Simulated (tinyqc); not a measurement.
## Free and trapped electrons in a MOS channel with a dense trap tail: free and trapped charge against gate voltage

p-type body, charge-sheet picture, full ionisation (an idealisation for deep acceptors), Boltzmann statistics for free electrons. e = Ec - EF at the surface. Acceptor-like traps of density D(E) = D0 + De exp(-E/Ew) at depth E below Ec, from 0 to Eu, hold n_t = integral of D(E)/(1 + exp((e - E)/Vt)). psi = Eg - Vt ln(Nv/Na) - e; N_dep = sqrt(2 eps0 eps_r Na (psi - Vt)/q); n_f = sqrt(N_dep^2 + 2 eps0 eps_r Vt Nc exp(-e/Vt)/q) - N_dep; Vg = Vfb + psi + q (N_dep + n_t + n_f)/Cox, Cox = eps0 eox/tox.

Free share n_f/(n_f + n_t); swing ln 10 n_f/(dn_f/dVg); field-effect mobility mf q (dn_f/dVg)/Cox, for a constant mf; oxide field q (N_dep + n_t + n_f)/(eps0 eox).

Inputs (values chosen for the exercise); band and dielectric values close to those of 4H silicon carbide: temperature T = 300 K; band gap Eg = 3.3 eV; relative permittivity eps_r = 9.76; conduction-band density of states at T Nc = 1.71e19 cm^-3; valence-band density of states at T Nv = 2.47e19 cm^-3; relative permittivity of the insulator eox = 3.9; insulator thickness tox = 67 nm; acceptor density Na = 2e16 cm^-3; flat-band voltage without trapped charge Vfb = -2.11 V; constant background density of acceptor-like traps D0 = 2.4e10 cm^-2 eV^-1; density of the tail at the conduction edge De = 6e12 cm^-2 eV^-1; decay energy of the tail Ew = 0.12 eV; depth below Ec down to which the traps reach Eu = 0.82 eV; mobility of free electrons mf = 140 cm^2/(V s).

Constants: q = 1.602176634e-19 C, kB = 1.380649e-23 J/K, Vt = kB T/q, eps0 = 8.8541878128e-14 F/cm where lengths are in cm. Results are converted to the units shown.

Free and trapped charge against gate voltage:
columns A: Vg (V); B: e (eV); C: n_f (cm^-2); D: n_t (cm^-2); E: free share (%); F: swing (mV/decade); G: field-effect mobility (cm^2/(V s)); H: oxide field (MV/cm)
```
A             B         C         D         E        F         G       H
3.1      0.3953   7.150e5  3.828e10  0.001868    135.3  0.005295  0.3715
4.4      0.1197  2.859e10  3.012e11     8.670    733.8     39.04  0.5244
5.8     0.05749  2.729e11  4.789e11     36.30     2747     99.53  0.7241
7.1     0.03297  5.992e11  5.596e11     51.70     5155     116.5  0.9145
8.4     0.01684  9.604e11  6.093e11     61.19     7724     124.6   1.106
9.7    0.004652  1.340e12  6.420e11     67.61  1.038e4     129.4   1.298
11    -0.005185  1.731e12  6.646e11     72.26  1.311e4     132.4   1.491
12.3   -0.01345  2.130e12  6.805e11     75.79  1.589e4     134.3   1.684
13.7   -0.02108  2.565e12  6.928e11     78.73  1.893e4     135.8   1.891
```

n_f reaches 1e11 cm^-2 at Vg = 4.94 V, against 3.73 V without traps. The free share rises from 0.00187 to 78.7 % and the field-effect mobility rises from 0.00530 to 136 cm^2/(V s), although mf = 140 is constant: in the last row 97.0 % of Cox dVg goes into free electrons. The swing in the first row is 135 mV a decade (Vt ln 10 = 59.5). For Vg = 7.1, 8.4, 9.7, 11, 12.3, 13.7 EF lies less than 2 Vt below the band edge, or above it, where degeneracy and confinement, left out, matter.

Computed by the program tinyqc: `OMP_NUM_THREADS=1 python tinyqc.py 2222224 2222225 out.jsonl`, one thread of a shared Intel Xeon 2.30GHz, about 0.02 s for the whole run.
